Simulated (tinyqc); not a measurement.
Energy against buckling: buckled dimers of a reconstructed (001) surface, two dangling bonds a dimer.

In a dimer one atom moves up by z and the other down by z; the dangling bond of the up atom (more s-like) falls by gm z and that of the down atom rises by gm z. With all dimers tilted alike: H(k) = [[-gm z - 2 ta cos k, -tp - 2 tx cos k], [., gm z - 2 ta cos k]], k along the row in 1/a. Two electrons a dimer fill the lowest N of the 2N levels on the mesh k_j = (j + 1/2) pi/N. Total energy a dimer: W(z) = (2/N) sum of the filled levels + kf z^2. Repulsion between electrons is left out.

Values chosen for the exercise (of the size met on diamond (001); not measured data):
- tp = 0.93 eV (pi coupling inside a dimer)
- ta = 0.13 eV (coupling between like atoms along the row)
- tx = 0.07 eV (diagonal coupling along the row)
- gm = 1.99 eV/angstrom (shift of a dangling bond with height)
- kf = 10.3 eV/angstrom^2 (force constant of buckling)
- N = 12 (k points)

W relative to z = 0; gap as lowest upper less highest lower level on 201 points from 0 to pi.

Per dimer (eV):
```
z (angstrom)  band energy  elastic       W     gap
0.00               0.0000   0.0000  0.0000  1.3400
0.05              -0.0107   0.0257  0.0150  1.3509
0.10              -0.0426   0.1030  0.0604  1.3830
0.15              -0.0944   0.2318  0.1373  1.4354
0.20              -0.1647   0.4120  0.2473  1.5062
0.30              -0.3529   0.9270  0.5741  1.6955
0.40              -0.5917   1.6480  1.0563  1.9351
0.50              -0.8678   2.5750  1.7072  2.2116
0.60              -1.1709   3.7080  2.5371  2.5150
```

No row lies below the flat dimer. The band energy falls as z^2 at first and linearly, as -2 gm z, once gm z is far above tp, so the elastic term always wins at large z. The gap is open at all z.

Run: tinyqc, `OMP_NUM_THREADS=1 python tinyqc.py 1452158 1452159 out.jsonl`; Intel(R) Xeon(R) Processor @ 2.30GHz, one thread, shared host; about 0.02 s of CPU time with all checks.
